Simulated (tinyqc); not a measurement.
Worked calculation: polytypes by hexagonality, and a cubic inclusion as a quantum well. Values are carried at full precision from step to step, so a last printed digit may differ when a step is redone from the rounded ones.

A layer is h if its two neighbours in the periodic sequence sit on the same site, k otherwise; the hexagonality h is the share of h layers.

Constants: hbar^2/2m0 = 3.80998211 eV angstrom^2.

Values chosen for the exercise (of the order of those of SiC; shifted at random, so the results belong to these values and not to a real crystal): E3 = 2.393 eV (gap of the cubic polytype); E2 = 3.332 eV (gap of 2H); Ev2 = 0.111 eV (valence top of 2H above that of 3C); P2 = -0.04 C/m^2 (spontaneous polarisation of 2H); Es = 3.241 eV (gap at the hexagonality hs); hs = 0.5 (hexagonality up to which the first line holds); m = (0.292, 0.32) m0 (electron mass along c in the cubic layer and in the host); d = 2.516 angstrom (thickness of a double layer); eps = 10.3 (dielectric constant); N = 2 (double layers in the cubic inclusion).

## Hexagonality

Stacking sequences:
```
polytype   sequence
4H             ABCB
3C              ABC
9R        ABCBCACAB
6H           ABCACB
8H         ABCABACB
```

Give the h/k string and h of each.

Hexagonality:
```
polytype  h/k string       h
4H              hkhk  0.5000
3C               kkk  0.0000
9R         hkhhkhhkh  0.6667
6H            hkkhkk  0.3333
8H          hkkkhkkk  0.2500
```

## Gaps and band edges

Gap: E3 + (Es - E3) h/hs for h up to hs, then linear from Es to E2 at h = 1. Valence top Ev2 h and polarisation P2 h, both counted from 3C; Ec = Ev + gap.

Evaluate for each polytype.

Results:
```
polytype  gap (eV)  Ev (eV)  Ec (eV)  P (C/m^2)
4H          3.2410   0.0555   3.2965   -0.02000
3C          2.3930   0.0000   2.3930    0.00000
9R          3.2713   0.0740   3.3453   -0.02667
6H          2.9583   0.0370   2.9953   -0.01333
8H          2.8170   0.0278   2.8447   -0.01000
```

The widest gap is that of 9R, the narrowest that of 3C. Ev and Ec both rise with h, so 3C collects electrons and the more hexagonal side holes: a staggered line-up.

## The bound level without the field

A cubic inclusion of width L = N d in the host (h = 0.3333) is a well of depth V = Ec(host) - Ec(3C). Square well with mass mismatch: k tan(k L/2) = (m_w/m_b) q, k = sqrt(m_w E/c), q = sqrt(m_b (V - E)/c), c = hbar^2/2m0, lowest root. The depth of the level, V - E, is its binding, and the transition to the valence top of the host is gap(host) - (V - E). The step in polarisation gives a field |F| = |P|/(eps eps0) in a thin inclusion, eps0 = 8.8541878e-12 F/m.

Give V, L, the level E, its depth below the host conduction edge and the transition to the valence top of the host, gap(host) - (V - E).

V = 0.6023 eV
L = 5.032 angstrom
E above the bottom = 0.4666 eV
depth below the host edge = 0.1358 eV
transition = 2.8226 eV

The level keeps 23 % of the well depth. The transition lies above the gap of 3C itself (2.393 eV). At a few layers the effective-mass picture is only a guide.

## The polarisation field

Give |F|, the drop |F| L, the bound charge |P|/e per cm^2 (e = 1.602176634e-19 C), and, as a first estimate, the shift -|F| L/2 of the transition for an electron centred in the layer and a hole in the host on the high side.

|F| = 1.462 MV/cm
drop = 73.6 meV
bound charge = 8.32e+12 cm^-2
estimated shift = -36.8 meV

The drop is 12 % of the well depth. The host edge on the low side sinks by 37 meV against the centre, less than the 136 meV by which the flat well binds.

## Checks

- Square-well root against finite differences on a grid of 0.5 angstrom (eV): both 0.467.

Run: tinyqc, `OMP_NUM_THREADS=1 python tinyqc.py 1880251 1880252 out.jsonl`; Intel(R) Xeon(R) Processor @ 2.30GHz, one thread, shared host; about 0.04 s of CPU time with all checks.
